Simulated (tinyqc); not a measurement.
Carrier statistics of a doped semiconductor with parabolic bands: sweeps and comparisons. A value that a table varies takes the place of the one given here.

Eg(T) = Eg0 - al T^2/(T + be); m_de = Mv^(2/3) (ml mt^2)^(1/3); m_dh = (mhh^(3/2) + mlh^(3/2))^(2/3); Nc and Nv from N = 2 (m kB T/(4 pi c))^(3/2) with c = hbar^2/2m0, in 1/angstrom^3; times 1e24 for 1/cm^3.

Energies are counted from Ev, so Ec = Eg. n = Nc F_1/2((EF - Eg)/kT), p = Nv F_1/2(-EF/kT), ND+ = ND/(1 + 2 exp((EF - Eg + ED)/kT)), NA- = NA/(1 + 4 exp((EA - EF)/kT)); neutrality asks p + ND+ = n + NA-. F_j(eta) = (1/Gamma(j + 1)) integral_0^infinity x^j dx/(1 + exp(x - eta)), which tends to exp(eta) for eta << 0.

Constants: hbar^2/2m0 = 3.80998211 eV angstrom^2; kB = 8.617333262e-05 eV/K.

Parameters, chosen for this exercise (near those of SiC; not measured data):
- Eg0 = 3.242 eV (gap at 0 K)
- al = 0.000661 eV/K (Varshni alpha)
- be = 1322 K (Varshni beta)
- ml = 0.337 m0 (longitudinal electron mass)
- mt = 0.418 m0 (transverse electron mass)
- Mv = 3 (equivalent valleys)
- mhh = 0.996 m0 (heavy-hole mass)
- mlh = 0.453 m0 (light-hole mass)
- ND = 3.3e+18 1/cm^3 (donors)
- NA = 1.7e+18 1/cm^3 (acceptors)
- ED = 0.06 eV (donor level below Ec)
- EA = 0.203 eV (acceptor level above Ev)
- T = 210 K

## Temperature

Neutrality solved at each temperature; ni = sqrt(Nc Nv) exp(-Eg/2kT).

Carriers (1/cm^3):

| T (K) | EF (eV) | n | p | majority / \|ND - NA\| | ni | Eg (eV) |
|---|---|---|---|---|---|---|
| 30 | 3.1796 | 2.26e+07 | <1e-99 | 1.41e-11 | <1e-99 | 3.2416 |
| 50 | 3.1775 | 5.24e+11 | <1e-99 | 3.28e-07 | <1e-99 | 3.2408 |
| 77 | 3.1742 | 1.32e+14 | <1e-99 | 8.26e-05 | 3.13e-88 | 3.2392 |
| 120 | 3.1675 | 6.51e+15 | <1e-99 | 0.00407 | 7.08e-50 | 3.2354 |
| 200 | 3.1490 | 1.23e+17 | 7.88e-61 | 0.0771 | 3.12e-22 | 3.2246 |
| 300 | 3.1107 | 4.66e+17 | 1.80e-33 | 0.291 | 2.91e-08 | 3.2053 |
| 450 | 3.0273 | 9.19e+17 | 7.46e-15 | 0.575 | 83.2 | 3.1665 |
| 600 | 2.9231 | 1.18e+18 | 2.58e-05 | 0.736 | 5.54e+06 | 3.1182 |
| 800 | 2.7621 | 1.35e+18 | 565 | 0.844 | 2.77e+10 | 3.0426 |
| 1000 | 2.5830 | 1.44e+18 | 1.90e+07 | 0.898 | 5.24e+12 | 2.9573 |

Ionisation is incomplete: the majority density is below 90 % of the net doping at 30, 50, 77, 120, 200, 300, 450, 600, 800 and 1000 K, down to a share of 1.4e-11. No listed temperature gives a majority density within 10 % of the net doping. The majority density never exceeds the net doping by 10 %; ni is 5.24e+12 1/cm^3 at 1000 K against a net doping of 1.60e+18. EF goes from 3.180 eV to 2.583 eV, where midgap is 1.479 eV and the intrinsic level (Boltzmann) 1.504 eV.

## Doping level

Only donors are present (NA = 0); eta is the distance of EF beyond the conduction edge in units of kT.

Neutral state:

| ND (1/cm^3) | EF (eV) | majority (1/cm^3) | ionised share | eta |
|---|---|---|---|---|
| 1.0e+14 | 3.0134 | 9.99e+13 | 0.999 | -11.58 |
| 1.0e+15 | 3.0550 | 9.95e+14 | 0.995 | -9.28 |
| 1.0e+16 | 3.0959 | 9.53e+15 | 0.953 | -7.02 |
| 1.0e+17 | 3.1327 | 7.27e+16 | 0.727 | -4.99 |
| 1.0e+18 | 3.1614 | 3.53e+17 | 0.353 | -3.40 |
| 3.0e+18 | 3.1731 | 6.66e+17 | 0.222 | -2.75 |
| 1.0e+19 | 3.1852 | 1.27e+18 | 0.127 | -2.09 |
| 3.0e+19 | 3.1960 | 2.24e+18 | 0.075 | -1.49 |

The impurity level lies at 3.1630 eV. The ionised share falls from 0.999 to 0.075 as EF passes through it between 1e+18 and 3e+18 1/cm^3 (share 1/3 there); it is below one half from 1e+18 1/cm^3 on. Over the last two rows the doping grows threefold and the majority density by a factor 1.76. EF comes within 3 kT of the majority band edge from 3e+18 1/cm^3 on. Above roughly 8e+18 1/cm^3 (N^(1/3) a = 0.26, with the radius a = sqrt(c/(m E)) from the ionisation energy E and the mass (ml mt^2)^(1/3)) the levels merge with the band and real ionisation is complete; sharp levels then overstate freeze-out.

## What each input does

Neutrality solved anew for each case. Each row changes one parameter from the base and keeps the others.

Results:

| case | EF (eV) | n (1/cm^3) | p (1/cm^3) |
|---|---|---|---|
| base | 3.1460 | 1.51e+17 | 6.03e-57 |
| T = 190 K | 3.1519 | 9.81e+16 | 4.08e-65 |
| ND = 1.65e+18 1/cm^3 | 0.2914 | 4.72e-52 | 1.94e+12 |
| NA = 8.5e+17 1/cm^3 | 3.1608 | 3.40e+17 | 2.66e-57 |
| Eg0 = 3.292 eV | 3.1960 | 1.51e+17 | 3.80e-58 |
| mt = 0.5016 m0 | 3.1454 | 1.76e+17 | 6.22e-57 |
| mhh = 1.1952 m0 | 3.1460 | 1.51e+17 | 7.48e-57 |
| ED = 0.09 eV | 3.1186 | 3.34e+16 | 2.74e-56 |

The largest shifts from the base row, up to three for each result and ties (the steps differ in size, so this ranks the rows, not the parameters). EF (eV): ND -2.8546, Eg0 +0.0500, ED -0.0274; unchanged at the printed digits by mhh. n (1/cm^3): NA +1.89e+17, ND -1.51e+17, ED -1.18e+17; unchanged at the printed digits by Eg0 and mhh. p (1/cm^3): ND +1.94e+12, ED +2.14e-56, T -6.03e-57.

Run: tinyqc, `OMP_NUM_THREADS=1 python tinyqc.py 1681615 1681616 out.jsonl`; Intel(R) Xeon(R) Processor @ 2.30GHz, one thread, shared host; about 0.01 s of CPU time with all checks.
